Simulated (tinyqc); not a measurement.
What moves the results: density of states of one tight-binding band on the simple cubic lattice. A value that a table varies takes the place of the one given here.

E(k) = -2 t (c1 + c2 + c3) - 4 t2 (c1 c2 + c2 c3 + c3 c1) with ci = cos(2 pi ki); k in fractions of the reciprocal vectors, mesh k_i = j/N with j = 0 .. N-1. Densities are per cell and per spin, so the band holds one state.

Each cube of the mesh, corners numbered 0 to 7 as the binary number (i j l), is cut into six tetrahedra around the diagonal 0-7: 0137, 0157, 0237, 0267, 0457, 0467. For corner energies e1 <= e2 <= e3 <= e4 and eij = ei - ej, the share of the tetrahedron below E is n = (E - e1)^3/(e21 e31 e41) for e1 < E < e2; n = [e21^2 + 3 e21 x + 3 x^2 - (e31 + e42) x^3/(e32 e42)]/(e31 e41) with x = E - e2 for e2 < E < e3; n = 1 - (e4 - E)^3/(e41 e42 e43) for e3 < E < e4; its density of states is g = dn/dE.

Gaussian broadening: g(E) = mean over the mesh of exp(-(E - E_k)^2/(2 sigma^2))/(sigma sqrt(2 pi)), n(E) = mean of erfc((E_k - E)/(sigma sqrt 2))/2.

Inputs chosen for the exercise:
- t = 1.76 eV (nearest hopping)
- t2 = 0 eV (second hopping)
- N2 = 10 (mesh points along each axis in this comparison)
- sigma = 0.176 eV (Gaussian width)
- E = 4.54 eV (energy at which the density is wanted)

## Three ways to the same curve

N = N2 here; the reference is the linear method with N = 36.

g(E) (1/eV):

| E (eV) | reference | linear tetrahedra | Gaussian, sigma | Gaussian, sigma/4 | reference n(E) |
|---|---|---|---|---|---|
| -8.639 | 0.017 | 0.016 | 0.016 | 0.007 | 0.021 |
| -6.719 | 0.030 | 0.029 | 0.051 | 0.075 | 0.065 |
| -4.799 | 0.047 | 0.048 | 0.056 | 0.000 | 0.138 |
| -2.879 | 0.082 | 0.086 | 0.189 | 0.592 | 0.265 |
| -0.959 | 0.081 | 0.084 | 0.163 | 0.011 | 0.422 |
| 0.961 | 0.081 | 0.084 | 0.164 | 0.012 | 0.578 |
| 2.881 | 0.082 | 0.086 | 0.189 | 0.572 | 0.735 |
| 4.801 | 0.047 | 0.048 | 0.056 | 0.000 | 0.862 |
| 6.721 | 0.030 | 0.029 | 0.051 | 0.080 | 0.935 |
| 8.641 | 0.017 | 0.016 | 0.016 | 0.006 | 0.979 |

What does this show, and why?

Root-mean-square errors against the reference: 0.0025 for linear tetrahedra, 0.0612 for sigma and 0.2279 for sigma/4. The narrow Gaussian is worse than the wide one, because it resolves the separate mesh levels. The reference is highest at -2.879 and 2.881 eV of the energies listed, and half filling lies between -0.959 and 0.961 eV.

## Convergence with the mesh

At the energy E; the plain count is the share of mesh points below E; the reference is the linear method with N = 36.

Results:

| N | points | g linear | n linear | g Gaussian | n Gaussian | n plain count |
|---|---|---|---|---|---|---|
| 4 | 64 | 0.0519 | 0.8958 | 0.0000 | 0.8906 | 0.8906 |
| 6 | 216 | 0.0491 | 0.8704 | 0.0000 | 0.8472 | 0.8472 |
| 8 | 512 | 0.0492 | 0.8604 | 0.0313 | 0.8359 | 0.8301 |
| 12 | 1728 | 0.0511 | 0.8541 | 0.0458 | 0.8383 | 0.8374 |
| 16 | 4096 | 0.0503 | 0.8518 | 0.0655 | 0.8474 | 0.8435 |
| 20 | 8000 | 0.0509 | 0.8508 | 0.0534 | 0.8499 | 0.8506 |

reference n and g: 0.8494  0.0509

How do the results move?

The linear n(E) stays within 0.002 of the reference from N = 20 on. The Gaussian g still moves by more than 1 % between the last two meshes. At the last mesh it lies +0.003 1/eV from the reference g and the linear g 0.000. The plain count errs by +0.0012 at the last mesh.

## Critical points

The gradient vanishes at these points by symmetry; the signs of the eigenvalues of the second-derivative matrix give the type.

Critical points:

| point | k | E (eV) | positive | negative | type |
|---|---|---|---|---|---|
| Gamma | (0, 0, 0) | -10.5600 | 3 | 0 | minimum |
| X | (0.5, 0, 0) | -3.5200 | 2 | 1 | saddle |
| M | (0.5, 0.5, 0) | 3.5200 | 1 | 2 | saddle |
| R | (0.5, 0.5, 0.5) | 10.5600 | 0 | 3 | maximum |

How do the results move?

Gamma is a minimum at -10.560 eV: its contribution to g starts as a square root. X is a saddle at -3.520 eV: g has a square-root kink there. M is a saddle at 3.520 eV: g has a square-root kink there. R is a maximum at 10.560 eV: its contribution to g ends as a square root.

## What moves the count of states

Linear method and Gaussian sum with N = 14. Each row changes one parameter from the base and keeps the others.

Results:

| case | n linear | g linear (1/eV) | n Gaussian | g Gaussian (1/eV) |
|---|---|---|---|---|
| base | 0.8528 | 0.0505 | 0.8433 | 0.0728 |
| t = 1.936 eV | 0.8305 | 0.0525 | 0.8249 | 0.0247 |
| E = 4.716 eV | 0.8615 | 0.0478 | 0.8567 | 0.0736 |
| sigma = 0.352 eV | 0.8528 | 0.0505 | 0.8458 | 0.0560 |
| t2 = 0.088 eV | 0.8558 | 0.0585 | 0.8469 | 0.0906 |

How do the results move?

The largest shifts from the base row, up to three for each result and ties (the steps differ in size, so this ranks the rows, not the parameters). n linear: t -0.0224, E +0.0086, t2 +0.0030; unchanged at the printed digits by sigma. g linear (1/eV): t2 +0.0080, E -0.0027, t +0.0020; unchanged at the printed digits by sigma. n Gaussian: t -0.0184, E +0.0134, t2 +0.0036. g Gaussian (1/eV): t -0.0481, t2 +0.0178, sigma -0.0168.

Run: tinyqc, `OMP_NUM_THREADS=1 python tinyqc.py 1651225 1651226 out.jsonl`; Intel(R) Xeon(R) Processor @ 2.30GHz, one thread, shared host; about 0.3 s of CPU time with all checks.
